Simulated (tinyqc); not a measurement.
Two-band k.p model of the X valleys of a zinc-blende crystal: one step. Dispersion along the axis. Three cases, with inputs chosen for the exercise.

Problem. Nine points; energies of the lower band from its minimum, against a parabola about the minimum with the mass there.

k along the valley axis, counted from X, c = hbar^2/2m0, e = c k^2/ml. H = [[e - D/2, i P k], [-i P k, e + D/2]] with P^2 = D0 c/ml, so E = e -/+ sqrt(D^2/4 + D0 e). For D = 0 (diamond lattice) the bands cross at X.

With x = D/D0: for x < 1 the minima lie at k_m = sqrt(ml D0 (1 - x^2)/(4 c)), the hump at X has the height dE = (D0/4)(1 - x)^2 and the mass at the minimum is ml/(1 - x^2); the mass at X is ml/(1 - 1/x), negative for x < 1. For x > 1 the minimum is at X.

Constants: hbar^2/2m0 = 3.80998211 eV angstrom^2.

Case 1.

Values chosen (of the order of those of AlAs; the results hold for these values, not for the real material):
- D = 0.391 eV (splitting of the two conduction levels at X)
- D0 = 0.133 eV (coupling energy)
- ml = 0.659 m0 (mass along the axis from remote bands)
- kmax = 0.12 1/angstrom (end of the path)

Case 2.

Values chosen (of the order of those of AlAs; the results hold for these values, not for the real material):
- D = 0.352 eV (splitting of the two conduction levels at X)
- D0 = 0.131 eV (coupling energy)
- ml = 0.596 m0 (mass along the axis from remote bands)
- kmax = 0.12 1/angstrom (end of the path)

Case 3.

Values chosen (of the order of those of GaP; the results hold for these values, not for the real material):
- D = 0.349 eV (splitting of the two conduction levels at X)
- D0 = 0.416 eV (coupling energy)
- ml = 0.98 m0 (mass along the axis from remote bands)
- kmax = 0.18 1/angstrom (end of the path)

Give: a table of k (1/angstrom), lower band (meV), parabola (meV), gap to the upper band (eV).

Solution.

Case 1.

Results:

| k (1/angstrom) | lower band (meV) | parabola (meV) | gap to the upper band (eV) |
|---|---|---|---|
| 0.0000 | 0.00 | 0.00 | 0.3910 |
| 0.0150 | 0.86 | 0.86 | 0.3919 |
| 0.0300 | 3.44 | 3.43 | 0.3945 |
| 0.0450 | 7.76 | 7.73 | 0.3989 |
| 0.0600 | 13.86 | 13.73 | 0.4049 |
| 0.0750 | 21.76 | 21.46 | 0.4125 |
| 0.0900 | 31.50 | 30.90 | 0.4217 |
| 0.1050 | 43.14 | 42.06 | 0.4322 |
| 0.1200 | 56.73 | 54.93 | 0.4440 |

At kmax the band lies at 56.7 meV and the parabola at 54.9 meV: far from X the curvature returns to 1/ml, so the band is steeper than the parabola of the minimum.

Case 2.

Results:

| k (1/angstrom) | lower band (meV) | parabola (meV) | gap to the upper band (eV) |
|---|---|---|---|
| 0.0000 | 0.00 | 0.00 | 0.3520 |
| 0.0150 | 0.90 | 0.90 | 0.3531 |
| 0.0300 | 3.63 | 3.61 | 0.3563 |
| 0.0450 | 8.19 | 8.13 | 0.3615 |
| 0.0600 | 14.65 | 14.45 | 0.3687 |
| 0.0750 | 23.05 | 22.58 | 0.3778 |
| 0.0900 | 33.46 | 32.51 | 0.3886 |
| 0.1050 | 45.96 | 44.25 | 0.4010 |
| 0.1200 | 60.60 | 57.79 | 0.4149 |

At kmax the band lies at 60.6 meV and the parabola at 57.8 meV: far from X the curvature returns to 1/ml, so the band is steeper than the parabola of the minimum.

Case 3.

Results:

| k (1/angstrom) | lower band (meV) | parabola (meV) | gap to the upper band (eV) |
|---|---|---|---|
| 0.0000 | 2.70 | 9.12 | 0.3490 |
| 0.0225 | 2.34 | 5.09 | 0.3537 |
| 0.0450 | 1.43 | 2.23 | 0.3673 |
| 0.0675 | 0.44 | 0.53 | 0.3889 |
| 0.0900 | 0.00 | 0.00 | 0.4174 |
| 0.1125 | 0.75 | 0.64 | 0.4513 |
| 0.1350 | 3.25 | 2.44 | 0.4896 |
| 0.1575 | 7.99 | 5.40 | 0.5313 |
| 0.1800 | 15.32 | 9.53 | 0.5757 |

At kmax the band lies at 15.3 meV and the parabola at 9.5 meV: far from X the curvature returns to 1/ml, so the band is steeper than the parabola of the minimum.

Computed by tinyqc, one run a case: `OMP_NUM_THREADS=1 python tinyqc.py N N+1 out.jsonl` with N = 1850822, 1850891, 1850960; one thread of a shared Intel(R) Xeon(R) Processor @ 2.30GHz, about 0.01 s a run at most.
